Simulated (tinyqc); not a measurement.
Model-solid line-up of a strained alloy layer on a substrate, step by step. Values are carried at full precision from step to step, so a last printed digit may differ when a step is redone from the rounded ones.

All values of the alloy are linear in x but the gap, Eg(x) = (1 - x) Eg_A + x Eg_B - C x (1 - x), and the valence edge, Ev(x) = (1 - x) Ev_A + x Ev_B + fv C x (1 - x); Ec = Ev + Eg. Ev is the top of the unstrained valence band on a scale common to all materials. In the layer only the Gamma valley of the conduction band is followed, also where an X or L valley would lie lower.

Inputs chosen for the exercise (A near GaP, B near GaAs, substrate near GaAs; not measured data):
```
symbol  value           unit      meaning
a       (5.444, 5.654)  angstrom  lattice constant of A, B
Eg      (2.883, 1.526)  eV        gap at Gamma to the s-like level of A, B
Dso     (0.079, 0.344)  eV        spin-orbit splitting of A, B
Ev      (-1.28, -0.8)   eV        top of the unstrained valence band of A, B
ac      (-8.23, -7.23)  eV        conduction deformation potential of A, B
av      (1.68, 1.17)    eV        valence hydrostatic potential of A, B
b       (-1.62, -1.98)  eV        tetragonal shear potential of A, B
d       (-4.58, -4.81)  eV        trigonal shear potential of A, B
C11     (140.4, 121.6)  GPa       of A, B
C12     (61.6, 57.2)    GPa       of A, B
C44     (69.9, 59.3)    GPa       of A, B
C       0.213           eV        bowing of the gap
fv      0                         share of the bowing taken by the valence edge
x       0.95                      fraction of B
a_s     5.654           angstrom  substrate
face    110                       growth face
Eg_s    1.526           eV        lowest gap of the substrate
Ev_s    -0.8            eV        substrate valence edge
e14     -0.144          C/m^2     piezoelectric constant of the layer
eps     13.4                      dielectric constant
Lw      10              nm        thickness of the layer
```

## Values of the alloy

Interpolate.

Alloy at x (a in angstrom, C11, C12, C44 in GPa, all else in eV):
```
symbol     value
a         5.6435
Eg        1.5837
Dso       0.3307
Ev       -0.8240
ac       -7.2800
av        1.1955
b        -1.9620
d        -4.7985
C11     122.5400
C12      57.4200
C44      59.8300
```

## Strain on the (110) substrate

Coherent growth on a (110) face: e_par = (a_s - a)/a, e_perp = -(C11 + 3 C12 - 2 C44)/(C11 + C12 + 2 C44) e_par; exx = eyy = (e_par + e_perp)/2, ezz = e_par, exy = (e_perp - e_par)/2, eyz = ezx = 0.

Use the values of the alloy.

e_par = 0.001861
e_perp = -0.001088

strain tensor in the cubic axes, rows x, y, z and columns alike:
```
[[0.000386, -0.001474, 0.000000],
 [-0.001474, 0.000386, 0.000000],
 [0.000000, 0.000000, 0.001861]]
```

The layer is under tension in the plane; its volume changes by +0.263 %.

## Strained band edges

Strained edges: Ec + ac tr(e); the valence edges are Ev plus the levels of the 6 x 6 matrix of X, Y, Z times spin with -Dso/3 + l exx + m (eyy + ezz) on the diagonal (cyclic), n exy off it, l = av + 2 b, m = av - b, n = sqrt(3) d. Spin-orbit term (Dso/3) L.sigma on X, Y, Z with (L_k)_ij = -i epsilon_kij: <X+|H|Y+> = -i Dso/3, <X+|H|Z-> = Dso/3, <Y+|H|Z-> = -i Dso/3, <Z+|H|X-> = -Dso/3, <Z+|H|Y-> = i Dso/3, <X-|H|Y-> = i Dso/3, and their conjugates; + and - are the spin along z.

Give the hydrostatic shifts, the strain block and the edges.

ac tr(e), av tr(e) (eV): [-0.0192, 0.0031]

strain block (eV), rows X, Y, Z and columns alike:
```
[[0.0060, 0.0123, 0],
 [0.0123, 0.0060, 0],
 [0, 0, -0.0026]]
```

Ec and the three valence edges from the top (eV): [0.7406, -0.8129, -0.8285, -1.1519]

strained gap = 1.5534 eV

Strain moves the gap by -30 meV: -22 meV from the volume and -8 meV from the splitting of the valence edge, which always raises the top.

## Offsets against the substrate material

dEc = Ec(substrate) - Ec(layer), dEv = Ev(layer) - Ev(substrate); positive values confine the carrier in the layer. Type I: both of one sign; type II: opposite signs; type III: the gaps do not overlap.

Give also the smallest gap across the interface, min Ec - max Ev.

dEc = -0.0146 eV
dEv = -0.0129 eV

type: I

smallest gap = 1.5260 eV

Both carriers collect in the substrate material; the conduction band takes 53 % of the gap difference. An offset this small is within the spread of parameter sets, so the type is not settled by this model. Where the alloy is indirect its X or L edge, left out, lies lower and changes dEc.

## Piezoelectric polarisation

P_x = 2 e14 eyz and cyclic. The field along the normal n of the (110) face is -P.n/(eps eps0) in a layer between thick unstrained barriers, eps0 = 8.8541878e-12 F/m; 1 kV/cm = 1e5 V/m.

P (C/m^2): [0.000000, 0.000000, 0.000425]

P.n = 0.000000 C/m^2
field along n = 0.0 kV/cm
potential drop across the layer = 0.0 mV

P lies along [001], in the plane of the layer, so a wide layer carries no field along its normal.

Run: tinyqc, `OMP_NUM_THREADS=1 python tinyqc.py 1051488 1051489 out.jsonl`; Intel(R) Xeon(R) Processor @ 2.30GHz, one thread, shared host; about 0.02 s of CPU time with all checks.
